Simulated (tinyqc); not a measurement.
Inside a calculation. Model: Gupta-type many-body potential for a metal. Computed by tinyqc, a small Python program that keeps every step. Command: `OMP_NUM_THREADS=1 python tinyqc.py 3004001 3004002 out.jsonl gupta walk`. One thread of a shared host (Intel(R) Xeon(R) Processor @ 2.30GHz), about 0.01 s of CPU time with the checks. Intermediate numbers are printed to about 6 digits and carried at full precision; extremes and crossings named in words are read from the listed rows.

E_i = sum_j A exp(-p (r_ij/r0 - 1)) - xi rho_i^gamma, with rho_i = sum_j exp(-2 q (r_ij/r0 - 1)); gamma = 1/2 is the tight-binding second-moment form. The crystal is fcc unless stated; d is the neighbour distance and a fixed number of shells is kept.

Inputs (values chosen for the exercise, modelled on silver): repulsion A = 0.0984 eV; hopping xi = 1.21 eV; decay p = 10.7; decay q = 3.2; reference distance r0 = 2.889 angstrom; shells kept = 3; embedding exponent gamma = 0.5.

Surface: (100).

Constants: 1 eV/angstrom^3 = 160.2176634 GPa; 1 eV/angstrom^2 = 16.02176634 J/m^2.

## Equilibrium of the fcc crystal

fcc shells: d sqrt(k), k = 1..5, with 12, 6, 24, 12, 24 atoms; Omega = d^3/sqrt2. Equilibrium: dE/dd = 0; B = d^2 E''(d)/(9 Omega).

neighbour distance d = 2.84879 angstrom

lattice constant = 4.02879 angstrom

cohesive energy E_c = 3.12390 eV

bulk modulus B = 115.582 GPa

## Shell terms at equilibrium

Repulsion and density of one neighbour in each shell, and their sums.

Shells:
```
shell  count  r (angstrom)  repulsion (eV)  density
1         12       2.84879     1.14204e-01  1.09318
2          6       4.02879     1.44425e-03  0.08006
3         24       4.93424     5.04926e-05  0.01077
```

repulsive energy = 1.38032 eV

density rho = 13.8570

The band term is -xi rho^gamma = -4.5042 eV; with the repulsion it gives -E_c.

## Unrelaxed vacancy

Each neighbour j of the vacancy loses one repulsive term and one density term: E_v = sum_shells count x {-repulsion - xi [(rho - density)^gamma - rho^gamma]}. (The removed atom returns to a bulk-like site, so its own energy cancels.)

vacancy energy E_v = 0.915706 eV

ratio E_v/E_c, E_c = xi rho^gamma less the repulsive energy = 0.293129

A pair potential gives E_v = E_c; here the ratio is 0.29, as the remaining bonds of the neighbours strengthen when one is lost.

## Elastic constants

Second derivatives of E/Omega at equilibrium under homogeneous strain: e_xx = h gives C11; e_xx = -e_yy = h gives 2 (C11 - C12); e_xy = e_yx = h/2 gives C44.

C11 = 139.635 GPa

C12 = 103.556 GPa

C44 = 51.9447 GPa

Cauchy pressure C12 - C44 = 51.6117 GPa

C12/C44 = 1.99; pair forces would give 1. The excess comes from the curvature of the embedding term.

## The (100) surface

Cut the crystal without relaxation; an atom in layer l keeps the neighbours that lie below the surface plane. Excess = E_i + E_c. Surface energy = sum of excesses over the layers, divided by the area per surface atom: (sqrt3/2) d^2 for (111), d^2 for (100), sqrt2 d^2 for (110).

Layers:
```
layer  nearest neighbours  repulsion (eV)      rho  excess (eV)
1                       8         0.92146   9.2750     0.360324
2                      12         1.37867  13.7338     0.018413
```

excess per surface atom = 0.378736 eV

surface energy = 0.747701 J/m^2

## Three surfaces against bond counting

Bond counting with pair bonds charges E_c/12 for each missing nearest neighbour: 3, 4 and 6 per surface cell.

Surfaces:
```
face   missing bonds  excess (eV)  bond counting (eV)     ratio  surface energy (J/m^2)
(111)              3     0.289864             0.78098  0.371157                0.660777
(100)              4     0.378736             1.04130  0.363715                0.747701
(110)              6     0.590105             1.56195  0.377800                0.823768
```

The order of surface energies is (111) < (100) < (110), with (110)/(111) = 1.247 against 1.225 from counting first-neighbour bonds. The excess is 0.36 to 0.38 of the bond-counting value: atoms with fewer neighbours have stronger bonds. Further shells enter the excess but not the count. Caution: relaxation, left out here, lowers surface energies. Caution: fitted second-moment potentials usually give surface energies well below measured ones.

## Energy against coordination

Nearest neighbours only, z equal bonds relaxed to their best length: r/r0 = 1 + ln[A p z^(1 - gamma)/(2 q gamma xi)]/(p - 2 q gamma), E = z A exp(-p (r/r0 - 1)) - xi [z exp(-2 q (r/r0 - 1))]^gamma.

Relaxed bonds:
```
z   r (angstrom)  E per atom (eV)  E/z (eV)
1        2.38738         -1.47831  -1.47831
2        2.52088         -1.80328  -0.90164
3        2.59897         -2.02554  -0.67518
4        2.65438         -2.19967  -0.54992
6        2.73247         -2.47080  -0.41180
8        2.78788         -2.68320  -0.33540
9        2.81056         -2.77534  -0.30837
12       2.86597         -3.01392  -0.25116
```

Bonds lengthen from 2.387 to 2.866 angstrom between z = 1 and 12, and |E| grows as z^0.287, the exponent gamma (p - 2q)/(p - 2 q gamma) = 0.287; pair bonds would give z^1 at a fixed length.

Checks made by the program: sum of the shell terms (relative difference below 1e-10); (C11 + 2 C12)/3 against B (relative difference 1e-10).
